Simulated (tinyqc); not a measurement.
Grain growth, pinning, strength and diffusional creep of a polycrystal or thin film: one step, computed by the program tinyqc.

One mean grain size d describes the structure.

Problem. Grain size after the anneal. dd/dt = 2 M gamma (1/d - 1/d_lim) integrates to 2 M gamma t = d_lim (d0 - d) + d_lim^2 ln[(d_lim - d0)/(d_lim - d)]; without pinning d^2 = d0^2 + 4 M gamma t.

Inputs (values chosen for the exercise, modelled on polycrystalline silicon):

| quantity | value | unit |
|---|---|---|
| boundary energy gamma | 0.64 | J/m^2 |
| anneal temperature T | 1404 | K |
| anneal time t | 79 | s |
| initial grain size d0 | 35 | nm |

mobility M = 5.674193e-18 m^4/(J s)

limit d_lim = 2188.287 nm

Give: size without pinning; grain size d.

Solution.

size without pinning = 48.709 nm

grain size d = 48.482 nm

Pinning holds d to 100 % of the free value.
